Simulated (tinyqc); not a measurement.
CCD on RHF in the sto-3g basis, for BeH+, spin multiplicity 1, step by step. One step of it, computed by the program tinyqc.

Task: CCD: starting amplitudes. t_ij^ab = <ij||ab> / (e_i + e_j - e_a - e_b), whose energy is MP2.

orbital energies (hartree): MO1 -5.013607, MO2 -0.712076, MO3 -0.260468, MO4 -0.138177, MO5 -0.138177, MO6 0.267682

Two-electron integrals over orbitals (pq|rs), unique and non-zero (hartree):
```
(11|11) 2.275496    (21|11) -0.166005   (21|21) 0.020687    (22|11) 0.474050
(22|21) 0.001460    (22|22) 0.511741    (31|11) -0.173645   (31|21) 0.016441
(31|22) -0.017063   (31|31) 0.027494    (32|11) 0.046926    (32|21) -0.005582
(32|22) -0.067566   (32|31) 0.002347    (32|32) 0.039952    (33|11) 0.548888
(33|21) -0.012698   (33|22) 0.320393    (33|31) 0.003930    (33|32) 0.030982
(33|33) 0.459937    (41|41) 0.015595    (42|41) 0.013455    (42|42) 0.043294
(43|41) 0.014000    (43|42) 0.031675    (43|43) 0.051348    (44|11) 0.569236
(44|21) -0.006039   (44|22) 0.362832    (44|31) -0.006105   (44|32) 0.023219
(44|33) 0.396300    (44|44) 0.449859    (51|51) 0.015595    (52|51) 0.013455
(52|52) 0.043294    (53|51) 0.014000    (53|52) 0.031675    (53|53) 0.051348
(54|54) 0.024249    (55|11) 0.569236    (55|21) -0.006039   (55|22) 0.362832
(55|31) -0.006105   (55|32) 0.023219    (55|33) 0.396300    (55|44) 0.401360
(55|55) 0.449859    (61|11) 0.097380    (61|21) -0.015830   (61|22) -0.010532
(61|31) -0.003474   (61|32) 0.007085    (61|33) 0.016961    (61|44) 0.002140
(61|55) 0.002140    (61|61) 0.018006    (62|11) -0.126249   (62|21) 0.002560
(62|22) 0.049023    (62|31) 0.007023    (62|32) -0.048199   (62|33) -0.025201
(62|44) -0.059607   (62|55) -0.059607   (62|61) 0.002308    (62|62) 0.121661
(63|11) 0.055484    (63|21) -0.003550   (63|22) -0.056049   (63|31) 0.005504
(63|32) 0.034393    (63|33) 0.056754    (63|44) 0.021384    (63|55) 0.021384
(63|61) 0.007054    (63|62) -0.050189   (63|63) 0.051795    (64|41) -0.008813
(64|42) -0.029061   (64|43) -0.013069   (64|64) 0.025464    (65|51) -0.008813
(65|52) -0.029061   (65|53) -0.013069   (65|65) 0.025464    (66|11) 0.505560
(66|21) -0.000788   (66|22) 0.511208    (66|31) -0.015032   (66|32) -0.067623
(66|33) 0.348744    (66|44) 0.366937    (66|55) 0.366937    (66|61) -0.007074
(66|62) 0.079329    (66|63) -0.057313   (66|66) 0.550128
```

Give: Starting amplitudes; correlation energy.

Result:

Starting amplitudes (spin orbitals 1a, 1b, ...; amplitudes related by a flip of all spins are not repeated):
```
from      to          t
2a 2b  6a 6b    -0.0621
2a 2b  3a 3b    -0.0442
2a 2b  4a 4b    -0.0377
2a 2b  5a 5b    -0.0377
2a 2b  3a 6b     0.0337
1a 1b  3a 3b    -0.0029
1a 2b  4a 4b    -0.0025
1a 2b  5a 5b    -0.0025
1a 1b  6a 6b    -0.0017
1a 1b  4a 4b    -0.0016
1a 1b  5a 5b    -0.0016
1a 2b  3b 6a     0.0012
1a 2b  3a 6b    -0.0012
1a 2b  3a 3b  -4.51e-04
1a 2b  6a 6b  -3.69e-04
1a 1b  3a 6b   3.46e-04
1a 2a  3a 6a   1.08e-05
```

correlation energy = -0.016167 hartree
